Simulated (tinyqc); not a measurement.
BCS gap equation with a constant attraction inside the Debye window: one step, computed by the program tinyqc.

Pairs attract with strength V for |xi| < k_B Theta; N(0) is the density of states for one spin. Energies are given as temperatures (E/k_B, in K) unless marked.

Question. Gap at zero temperature. At T = 0 the gap equation 1/(N(0)V) = int_0^Theta d xi/sqrt(xi^2 + Delta^2) has the integral arcsinh(Theta/Delta), so Delta_0 = Theta/sinh(1/(N(0)V)); weak coupling gives 2 Theta exp(-1/(N(0)V)).

Inputs (values chosen for the exercise, modelled on lead): coupling N(0)V = 0.367; Debye temperature Theta = 95.8 K.

Solver: bisection.

Constants: k_B = 8.617333262e-05 eV/K.

Give: Delta_0; weak-coupling Delta_0; Delta_0 in meV.

Answer.

Delta_0 = 12.615 K

weak-coupling Delta_0 = 12.561 K

Delta_0 in meV = 1.0871 meV
